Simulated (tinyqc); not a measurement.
Self-heating of a transistor with one or more fingers, with temperature-dependent conductivity: one step, computed by the program tinyqc.

N long parallel fingers lie on the top face of a slab whose bottom is held at T_0; the top is otherwise insulated, and heat flows in two dimensions. P in W/mm is 1000 P in W/m.

Task: Geometry factors. A line source of power P on the top face raises the top at distance x by (P/(pi kappa_0)) g(x), g(x) = -ln tanh(pi x/(4 t)) (the image sum for the slab). On a strip of width w the centre sees the mean of g over the strip, g_0 = 1 + ln(8 t/(pi w)) for w much below t.

Inputs (values chosen for the exercise, modelled on gallium arsenide): finger pitch s = 54 micrometre; width of the heat source w = 0.46 micrometre; substrate thickness t = 190 micrometre.

Power: power rises with temperature.

Give: own factor g_0; g(j s), j = 1..7.

Result:

own factor g_0 = 7.958

g(j s), j = 1..7: [1.516, 0.870, 0.537, 0.339, 0.215, 0.138, 0.088]
